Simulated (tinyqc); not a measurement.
Lorentz oscillators and the Kramers-Kronig relations: one step. Optical constants. Two cases, with inputs chosen for the exercise.

Task: Convert eps at the photon energy E into the optical constants.

n + i k = sqrt(eps1 + i eps2) with k >= 0; R = ((n - 1)^2 + k^2)/((n + 1)^2 + k^2) at normal incidence from vacuum; alpha = 2 E k/(hbar c), times 1e8 for 1/cm; loss function Im(-1/eps) = eps2/(eps1^2 + eps2^2).

Constants: hbar c = 1973.269805 eV angstrom.

Case 1.

Values chosen: E = 3.71 eV (photon energy).
eps(E) = 4.129973+0.362107i

Case 2.

Values chosen (out of a larger set: line positions loosely like those of GaN; Lorentz tails absorb below the gap, where the real solid is clear; not measured data): E = 11.63 eV (photon energy).

eps(E) = -1.040182+0.671525i

Give: n; k; R; alpha; loss function; vacuum wavelength hc/E (hc = 1239.841984 eV nm).

Result:

Case 1.

n = 2.0342
k = 0.0890
R = 0.1169
alpha = 3.35e+04 1/cm
loss function = 0.0211
vacuum wavelength hc/E (hc = 1239.841984 eV nm) = 334.2 nm

The intensity falls to 1/e within 299 nm.

Case 2.

n = 0.3146
k = 1.0673
R = 0.5611
alpha = 1.26e+06 1/cm
loss function = 0.4381
vacuum wavelength hc/E (hc = 1239.841984 eV nm) = 106.6 nm

The intensity falls to 1/e within 7.95 nm. eps1 is negative, so k exceeds n, as in a metal below its plasma energy; R is 0.56.

Computed by tinyqc, one run a case: `OMP_NUM_THREADS=1 python tinyqc.py N N+1 out.jsonl` with N = 1652561, 1652573; one thread of a shared Intel(R) Xeon(R) Processor @ 2.30GHz, about 0.2 s a run at most.
